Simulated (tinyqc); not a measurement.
Stretching all distances: RHF, UHF, MP2, CISD and CCSD against full CI in the 3-21g basis, for H2, spin multiplicity 1. Computed by the program tinyqc with PySCF. All coordinates are multiplied by the scale. c0^2 is the weight of the RHF determinant in the lowest singlet FCI state (UHF is spin-contaminated and may lie near states of higher spin) and n(LUMO) the first natural occupation beyond the occupied space.

Geometry (angstrom):
```
atom       x       y       z
H     0.0000  0.0000  0.0000
H     0.0000  0.0000  0.6340
```

Full CI energy (hartree) and errors against it (kcal/mol):
```
scale   distance 1-2 (angstrom)     E(FCI)      RHF      UHF      MP2    CISD    CCSD  <S^2> UHF    c0^2  n(LUMO)
0.8800                   0.5579  -1.109467  13.4643  13.4643   3.6685  0.0000  0.0000     0.0000  0.9904   0.0128
1.0200                   0.6467  -1.139046  14.4683  14.4683   4.1446  0.0000  0.0000     0.0000  0.9884   0.0175
1.1600                   0.7354  -1.147738  15.5487  15.5487   4.7114  0.0000  0.0000     0.0000  0.9857   0.0236
1.3100                   0.8305  -1.144293  16.8892  16.8892   5.4695  0.0000  0.0000     0.0000  0.9819   0.0321
1.4500                   0.9193  -1.134677  18.3858  18.3858   6.3565  0.0000  0.0000     0.0000  0.9771   0.0424
1.5900                   1.0081  -1.122035  20.1724  20.1724   7.4434  0.0000  0.0000     0.0000  0.9708   0.0554
1.7400                   1.1032  -1.107191  22.4497  22.4497   8.8495  0.0000  0.0000     0.0000  0.9623   0.0727
1.8800                   1.1919  -1.093229  24.9419  24.9301  10.3994  0.0000  0.0000     0.0220  0.9524   0.0927
2.0200                   1.2807  -1.079767  27.8080  26.0731  12.1872  0.0000  0.0000     0.2477  0.9403   0.1167
```

What does the comparison show, and why?

UHF parts from RHF first at scale 1.88 of those listed, where <S^2> leaves zero. The weight c0^2 goes from 0.99 to 0.94 and n(LUMO) from 0.01 to 0.12: static correlation grows as the bonds break into open-shell fragments. The spread of the error along the curve, which distorts its shape, is CISD 0.0, CCSD 0.0, MP2 8.5, UHF 12.6, RHF 14.3 kcal/mol. With two electrons CISD and CCSD are exact.
